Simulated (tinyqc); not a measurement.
Resistance of a tapered via with liner, size effect and interface: two fill metals against the diameter.

A round via whose diameter grows from db at the bottom as D(z) = db + 2 z/tan(ang). The fill, of diameter D - 2 tl, starts above the bottom liner (thickness fb tl) and has rho = rho0 (1 + ks lam/(D - 2 tl)); the sidewall liner conducts in parallel with it. The bottom liner and the interface are crossed over the full area pi db^2/4. Spreading in the lines above and below is left out.

Slices between z0 = fb tl and hv, evaluated at their midpoints: conductance per length pi/4 [(D - 2 tl)^2/rho + (D^2 - (D - 2 tl)^2)/rl], slice resistance = slice height over that. 2000 slices. R_fill = sum of the slices; R_bottom = rl fb tl/(pi db^2/4); R_interface = ri/(pi db^2/4). The second fill has rho2, lam2 and tl2 in place of rho0, lam and tl.

Inputs (values chosen for the exercise); fill metal close to tungsten: height hv = 74 nm; sidewall angle ang = 87 degrees; bulk resistivity of the fill rho0 = 5.39 uohm cm; mean free path of the fill lam = 15.7 nm; size-effect factor ks = 1.3; liner on the sidewall tl = 3.6 nm; liner at the bottom over that on the sidewall fb = 1; resistivity of the liner rl = 380 uohm cm; interface resistivity at the bottom ri = 1.5e-12 ohm cm^2; ballistic conductance per area, about 3/(4 rho0 lam) Sb = 9.1e14 S/m^2; bulk resistivity of the second fill (close to copper) rho2 = 1.69 uohm cm; its mean free path lam2 = 40.9 nm; its liner tl2 = 1.9 nm.

Two fill metals against the diameter:
```
db (nm)  R, first fill (ohm)  R, second fill (ohm)  ratio second/first
12                     361.1                 131.2              0.3633
17                     127.2                 55.73              0.4382
24                     53.04                 25.10              0.4732
35                     22.23                 10.86              0.4884
49                     10.66                 5.253              0.4929
70                     5.003                 2.471              0.4938
100                    2.384                 1.175              0.4931
```

What does the comparison show?

The ratio goes from 0.363 to 0.493. The second fill gives the lower R in every row.

Program tinyqc, `OMP_NUM_THREADS=1 python tinyqc.py 2750120 2750121 out.jsonl`; Intel Xeon 2.30GHz, shared host, one thread, about 0.01 s.
